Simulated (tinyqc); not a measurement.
Resistance of a source-drain extension with a graded tip: abruptness at a fixed junction position.

y runs along the channel, the gate covers y > 0. The doping is N0 for y < y0 and N0 10^(-(y - y0)/la) beyond, uniform over the depth xj. Sheet conductance s(y) = q mu(N) max(N - Nch, 0) xj + (for y > 0) ma Cox Vo, with mu(N) = u0 + (u1 - u0)/(1 + (N/Nr)^au) and Cox = eps0 eox/tox. Current is taken as one-dimensional; depletion of the tip, spreading and the contact are left out. The metallurgical junction lies at yj, where N = Nch.

R_spacer = integral of dy/s from -Ls to 0, R_ov from 0 to yj, R_channel = (Lg - 2 yj)/(ma Cox Vo), R_total = 2 R_spacer + 2 R_ov + R_channel. Electrical length L_eff = ma Cox dR_total/d(1/Vo); R_series = R_total - L_eff/(ma Cox Vo). y0 is moved with la so that yj stays at 5.1632 nm.

Values chosen for this exercise; mobility law close to that of electrons in silicon:
```
symbol,value,unit,meaning
eox,3.9,,relative permittivity of the gate insulator (close to silicon dioxide)
tox,2,nm,insulator thickness
N0,9.5e19,cm^-3,active doping of the extension far from the gate
xj,17,nm,depth of the extension
Nch,2.1e18,cm^-3,channel doping
Ls,7,nm,spacer length
Vo,0.81,V,gate overdrive
ma,170,cm^2/(V s),mobility of the gate-induced layer
u1,1414,cm^2/(V s),mobility at low doping
u0,68.5,cm^2/(V s),mobility at high doping
Nr,9.2e16,cm^-3,reference doping
au,0.711,,exponent
Lg,90,nm,gate length
```

Constants: q = 1.602176634e-19 C, eps0 = 8.8541878128e-14 F/cm where lengths are in cm. Results are converted to the units shown.

The same in every row: yj (nm) = 5.163; R_channel (ohm um) = 335.1.

Result of one run:
```
R_spacer (ohm um)  R_ov (ohm um)  R_total (ohm um)  L_eff (nm)  R_series (ohm um)
8.763                      14.76             382.2       84.71              25.84
```

Which lateral abruptness la gave this result: 1, 2.6, 4.9 or 6.5 nm/decade?

la = 6.5 nm/decade.

The whole series:
```
la (nm/decade)  R_spacer (ohm um)  R_ov (ohm um)  R_total (ohm um)  L_eff (nm)  R_series (ohm um)
1                           3.542          4.734             351.7       80.65              12.46
1.8                         3.542          6.656             355.5       81.33              13.43
2.6                         3.542          8.579             359.4       82.01              14.40
3.4                         3.580          10.47             363.2       82.69              15.41
4.1                         4.011          11.84             366.8       83.25              16.67
4.9                         5.070          13.06             371.4       83.81              18.86
5.7                         6.676          14.00             376.5       84.29              21.92
6.5                         8.763          14.76             382.2       84.71              25.84
```

As la goes from 1 to 6.5 nm/decade, R_total rises from 352 to 382 ohm um, R_spacer rises from 3.54 to 8.76 ohm um and R_ov rises from 4.73 to 14.8 ohm um. R_total changes on average by 5.54 ohm um for each nm/decade. L_eff exceeds the metallurgical length by 0.973 nm in the first row and 5.04 nm in the last, since the gate also controls the lightly doped tips.

Program tinyqc, `OMP_NUM_THREADS=1 python tinyqc.py 2282122 2282123 out.jsonl`; Intel Xeon 2.30GHz, shared host, one thread, about 0.03 s.
